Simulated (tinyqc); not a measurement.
Photoconductance decay in a wafer: bulk and surface recombination modes, and iron detection by pair splitting: one step, computed by the program tinyqc. Command: `OMP_NUM_THREADS=1 python tinyqc.py 3111142 3111143 out.jsonl pcd walk`. One thread of a shared host (Intel(R) Xeon(R) Processor @ 2.30GHz), about 0.01 s of CPU time with the checks.

Both faces of the wafer have the same S; injection is low and all coefficients are constant. x runs from -W/2 to W/2.

Question. Effective lifetime. Even modes cos(a x) obey b tan b = S W/(2 D) with b = a W/2, odd modes sin(a x) obey -b cot b = S W/(2 D); each decays at the rate 1/tau_b + D a^2. tau_eff is the decay time of the first mode. The surface time is 1/(D a^2) of that mode; shortcuts for it are W/(2 S), W^2/(pi^2 D) and their sum, whose error is sum/surface time - 1.

Inputs (values chosen for the exercise, modelled on p-type silicon):
```
quantity                          value         unit
thickness W                         775   micrometre
diffusivity D                      21.4       cm^2/s
bulk lifetime tau_b without iron   2100  microsecond
surface recombination velocity S    2.3         cm/s
```

Give: tau_eff; surface time; W/(2 S); W^2/(pi^2 D); error of the sum; tau_eff/tau_b.

Answer.

tau_eff = 1868 microsecond

surface time = 16871 microsecond

W/(2 S) = 16848 microsecond

W^2/(pi^2 D) = 28.44 microsecond

error of the sum = 0.02989 %

tau_eff/tau_b = 0.8893

The surfaces are slow against diffusion, so W/(2 S) is the larger part. tau_eff is within 11 % of tau_b.
